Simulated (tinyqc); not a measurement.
Classical nucleation, growth and JMAK kinetics of crystallisation from a melt or glass: one step, computed by the program tinyqc.

A spherical nucleus cap on a flat wall with a sharp interface of isotropic energy gamma; lambda = Omega^(1/3) is the jump distance.

Task: Fraction transformed and grain size. JMAK with steady nucleation and growth, nuclei spread at random: extended fraction X_e = (pi/3) I u^3 t^4, X = 1 - exp(-X_e); t_X = [-3 ln(1 - X)/(pi I u^3)]^(1/4); final grains per volume = Gamma(5/4) (3/pi)^(1/4) (I/u)^(3/4), Gamma(5/4) = 0.9064024771. Grain size = (grains per volume)^(-1/3).

Inputs (values chosen for the exercise, for a model substance): temperature T = 888 K; time t = 1.7e-07 s.

Nucleation: on a flat wall. Driving force: Turnbull (linear).

nucleation rate I = 5.128622e+23 1/(m^3 s)

growth velocity u = 75.80118 m/s

Give: extended fraction; fraction X at t; half time t_0.5; grains per volume; grain size.

Result:

extended fraction = 195.4

fraction X at t = 1

half time t_0.5 = 4.149e-08 s

grains per volume = 2.114e+16 1/m^3

grain size = 3.617 micrometre

t is 4.1 half times: the change is complete.
